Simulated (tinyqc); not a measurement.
Capacitance measurement on a leaky thin oxide: effects of series resistance and leakage: one step of the calculation.

The device is a capacitance C in parallel with a leakage conductance G, in series with Rs and Ls. An impedance meter reports either a parallel pair (Cp, Gp) from Y = 1/Z = Gp + i w Cp or a series pair (Cs, Rm) from Z = Rm + 1/(i w Cs); w = 2 pi f, dissipation D = Gp/(w |Cp|).

Task. What the meter reports. Z = Rs + i w Ls + 1/(G + i w C).

Inputs (values chosen for the exercise); values of the order met in thin-oxide MOS capacitors: series resistance Rs = 78 ohm; series inductance Ls = 0 nH; measuring frequency f = 2e5 Hz.

C = 39.600152 pF
G = 1088.2353 uS

Find: Z; Cp; Gp; Cs; D.

Result.

Z = 995.00-41.93i ohm
Cp = 33.645 pF
Gp = 1003.2 uS
Cs = 18977 pF
D = 23.728

Cp is 15 % below C and Cs is 479 times it; G Rs = 0.0849, w C Rs = 0.00388 and G/(w C) = 21.9.

Computed by the program tinyqc: `OMP_NUM_THREADS=1 python tinyqc.py 2022148 2022149 out.jsonl`, one thread of a shared Intel Xeon 2.30GHz, about 0.01 s for the whole run.
